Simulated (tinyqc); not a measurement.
# Worked calculation: MOS capacitor on a p-type substrate, surface potential from the exact charge relation

Computed by the program tinyqc: `OMP_NUM_THREADS=1 python tinyqc.py 2060036 2060037 out.jsonl`, one thread of a shared Intel Xeon 2.30GHz, about 0.01 s for the whole run. Printed values are rounded.

Uniform p-type substrate, Boltzmann statistics, full ionisation, classical densities. psi is the surface potential against the body (positive when the bands bend down) and u = psi/Vt. Traps are spread evenly over the gap and neutral at flat band, so their charge is -q Dit psi; the minority quasi-Fermi level is shifted by Vb.

Parameters, values chosen for the exercise; band and dielectric values close to those of silicon:
- T = 250 K (temperature)
- Eg = 1.12 eV (band gap)
- eps_r = 11.9 (relative permittivity)
- Nc = 2.14e19 cm^-3 (conduction-band density of states at T)
- Nv = 2.03e19 cm^-3 (valence-band density of states at T)
- chi = 3.99 eV (electron affinity)
- N = 3e18 cm^-3 (acceptor density of the substrate)
- eox = 3.9 (relative permittivity of the gate insulator (close to silicon dioxide))
- tox = 5 nm (insulator thickness)
- phiM = 4.27 eV (gate work function)
- Nf = 0 cm^-2 (fixed charge at the interface, in units of q)
- Dit = 0 cm^-2 eV^-1 (density of interface traps)
- Vb = 0 V (reverse bias of the inversion layer against the body)
- Vg = -0.18 V (gate voltage against the body)

Constants: q = 1.602176634e-19 C, kB = 1.380649e-23 J/K, Vt = kB T/q, eps0 = 8.8541878128e-14 F/cm where lengths are in cm. Results are converted to the units shown.

## Flat band, threshold and scales

ni = sqrt(Nc Nv) exp(-Eg/(2 Vt)), Eg in volts; phiF = Vt ln(N/ni); Cox = eps0 eox/tox; Vfb = phiM - chi - (Eg - Vt ln(Nv/N)) - q Nf/Cox; Q0 = sqrt(2 eps0 eps_r q N Vt); r = (ni/N)^2 exp(-Vb/Vt); VT = Vfb + [(2 phiF + Vb)(1 + q Dit/Cox) + sqrt(2 eps0 eps_r q N (2 phiF + Vb))/Cox].

ni = 1.071154e8 cm^-3
phiF = 0.5182405 V
Cox = 0.6906266 uF/cm^2
Vfb = -0.7988090 V
Q0 = 147.7186 nC/cm^2
r = 1.274856e-21
VT = 1.721269 V

## Starting value

psi = Vg - Vfb (all of the voltage in the semiconductor).

psi at the start = 0.6188090 V

## Iteration 1: Newton step for the surface potential

u = psi/Vt; F^2 = exp(-u) + u - 1 + r (exp(u) - u - 1); Qs = -sign(u) Q0 F; Cs = -dQs/dpsi = (Q0/Vt) |1 - exp(-u) + r (exp(u) - 1)|/(2 F). f = Vfb + psi + (q Dit psi - Qs)/Cox - Vg, f' = 1 + (Cs + q Dit)/Cox, psi(new) = psi - f/f'.

u = 28.72392
F = 5.265351
Qs = -777.7901 nC/cm^2
Cs = 0.6511258 uF/cm^2
f = 1.126209 V
f' = 1.942804
psi after iteration 1 = 0.03912668 V

## Iteration 2: Newton step for the surface potential

As before.

u = 1.816185
F = 0.9893584
Qs = -146.1466 nC/cm^2
Cs = 2.901671 uF/cm^2
f = -0.3680678 V
f' = 5.201505
psi after iteration 2 = 0.1098885 V

## Iteration 3: Newton step for the surface potential

As before.

u = 5.100811
F = 2.026549
Qs = -299.3590 nC/cm^2
Cs = 1.681440 uF/cm^2
f = -0.07546052 V
f' = 3.434658
psi after iteration 3 = 0.1318588 V

## Course of the Newton iteration

Stop when the step is below 1e-10 V, or after 60 iterations.

Course of the iteration:
```
iteration  psi before the step (V)      f (V)  step (V)
1                        0.6188090       1.13    -0.580
2                       0.03912668     -0.368    0.0708
3                        0.1098885    -0.0755    0.0220
4                        0.1318588   -2.84e-3   8.90e-4
5                        0.1327486   -3.81e-6   1.20e-6
6                        0.1327498  -6.88e-12  2.16e-12
```

Converged in 6 iterations.

## Charges, field and capacitances at the solution

converged psi = 0.1327498 V

u = psi/Vt; F^2 = exp(-u) + u - 1 + r (exp(u) - u - 1); Qs = -sign(u) Q0 F; Cs = -dQs/dpsi = (Q0/Vt) |1 - exp(-u) + r (exp(u) - 1)|/(2 F). Low frequency: 1/C_LF = 1/Cox + 1/(Cs + q Dit). High frequency, in the simple estimate in which traps and minority carriers do not follow: 1/C_HF = 1/Cox + 1/Cd, Cd being Cs with r = 0 at the same psi. Minority sheet density N_inv = (Q0/(2 q)) int_0^u r (exp(t) - 1)/F(t) dt for u > 0. Oxide field |Qs - q Dit psi + q Nf|/(eps0 eox).

Qs = -335.6854 nC/cm^2
N_inv = 1.383715e-7 cm^-2
oxide field = 0.9721182 MV/cm
Cs = 1.505492 uF/cm^2
C_LF/Cox = 0.6855240
C_HF/Cox = 0.6855240

The surface is in depletion (borders at |psi| = 0, phiF + Vb and 2 phiF + Vb = 1.04 V).
